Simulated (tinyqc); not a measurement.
# Inputs raised by 5 %, one at a time

Model: capillary instabilities by surface diffusion: grooving and agglomeration of films, edge retraction, wire break-up and smoothing of roughness. Computed by tinyqc, a small Python program. Command: `OMP_NUM_THREADS=1 python tinyqc.py 3017410 3017411 out.jsonl dewet sens`. One thread of a shared host (Intel(R) Xeon(R) Processor @ 2.30GHz), about 0.01 s of CPU time with the checks.

Isotropic surface energy; shapes change by surface diffusion alone.

Inputs (values chosen for the exercise, of the order of those of a gold film):

| quantity | value | unit |
|---|---|---|
| surface energy gamma_s | 1.43 | J/m^2 |
| grain-boundary energy gamma_b | 0.63 | J/m^2 |
| interface energy gamma_i | 1.1 | J/m^2 |
| contact angle on the substrate theta | 130 | degrees |
| atomic volume Omega | 17 | angstrom^3 |
| surface sites nu | 7.8 | 1/nm^2 |
| prefactor D0 | 0.00098 | m^2/s |
| activation energy Q | 0.948 | eV |
| temperature T | 614 | K |
| time t | 120 | s |
| film thickness h | 19 | nm |
| grain radius R | 170 | nm |

Grooves: at the surface and the interface.

Constants: k_B = 8.617333262e-05 eV/K; k_B = 1.380649e-23 J/K.

Method:
- B = D_s nu gamma_s Omega^2/(k_B T), D_s = D0 exp(-Q/(k_B T)).
- Groove angle beta: sin(beta) = gamma_b/(2 gamma). For circular grains of radius R with spherical caps the groove ends (measured from the mean surface) at the depth R g(beta), g = (2 - 3 cos beta + cos^3 beta)/(3 sin^3 beta). The film parts if R [g(beta_s) + g(beta_i)] > h.
- Mullins' isolated groove: depth below the flat surface d = 0.780 m (B t)^(1/4), m = tan(beta_s), width between the ridges 4.6 (B t)^(1/4); time to reach h: (h/(0.780 m))^4/B.
- A rim shaped as a circular segment with contact angle theta holds the area h x; its radius r obeys r^2 (theta - sin theta cos theta) = h x. To advance, the edge must carry a strip of the rim height H = r (1 - cos theta) over the rim, driven by the curvature 1/r over the distance r theta (the scaling argument of Brandon and Bradshaw): H dx/dt = B/(theta r^2) gives x^(5/2) = (5/2) B t c^(3/2)/(theta (1 - cos theta) h^(3/2)), c = theta - sin theta cos theta.

Runs:

| input moved | from | to | B (nm^4/s) | critical R/h | time to reach the substrate (s) | rim height H (nm) |
|---|---|---|---|---|---|---|
| base run | - | - | 6.1662e+06 | 7.7143 | 21.954 | 132.51 |
| surface energy gamma_s (J/m^2) | 1.43 | 1.5015 | 6.4745e+06 | 7.8815 | 25.656 | 133.81 |
| grain-boundary energy gamma_b (J/m^2) | 0.63 | 0.6615 | 6.1662e+06 | 7.3289 | 17.873 | 132.51 |
| contact angle on the substrate theta (degrees) | 130 | 136.5 | 6.1662e+06 | 7.7143 | 21.954 | 135.32 |
| activation energy Q (eV) | 0.948 | 0.9954 | 2.5174e+06 | 7.7143 | 53.775 | 110.78 |
| temperature T (K) | 614 | 644.7 | 1.3784e+07 | 7.7143 | 9.821 | 155.64 |
| grain radius R (nm) | 170 | 178.5 | 6.1662e+06 | 7.7143 | 21.954 | 132.51 |
| atomic volume Omega (angstrom^3) | 17 | 17.85 | 6.7982e+06 | 7.7143 | 19.913 | 135.12 |

Exponents ln(y'/y) / ln(x'/x):

| input | B | critical R/h | time to reach the substrate | rim height H |
|---|---|---|---|---|
| surface energy gamma_s | 1.000 | 0.439 | 3.194 | 0.200 |
| grain-boundary energy gamma_b | 0.000 | -1.050 | -4.215 | 0.000 |
| contact angle on the substrate theta | 0.000 | 0.000 | 0.000 | 0.429 |
| activation energy Q | -18.361 | 0.000 | 18.361 | -3.672 |
| temperature T | 16.487 | 0.000 | -16.487 | 3.297 |
| grain radius R | 0.000 | 0.000 | 0.000 | 0.000 |
| atomic volume Omega | 2.000 | 0.000 | -2.000 | 0.400 |

Which inputs matter most for each result?

Among the inputs moved here: B answers most in size to activation energy Q (exponent -18.361), next to temperature T (+16.487); its exponent is below 0.0005 for grain-boundary energy gamma_b, contact angle on the substrate theta, grain radius R. critical R/h answers most in size to grain-boundary energy gamma_b (exponent -1.050), next to surface energy gamma_s (+0.439); its exponent is below 0.0005 for contact angle on the substrate theta, activation energy Q, temperature T, grain radius R, atomic volume Omega. Time to reach the substrate answers most in size to activation energy Q (exponent +18.361), next to temperature T (-16.487); its exponent is below 0.0005 for contact angle on the substrate theta, grain radius R. rim height H answers most in size to activation energy Q (exponent -3.672), next to temperature T (+3.297); its exponent is below 0.0005 for grain-boundary energy gamma_b, grain radius R.

Caution (all rows): the grains are too small for the surface groove ever to reach the depth h.
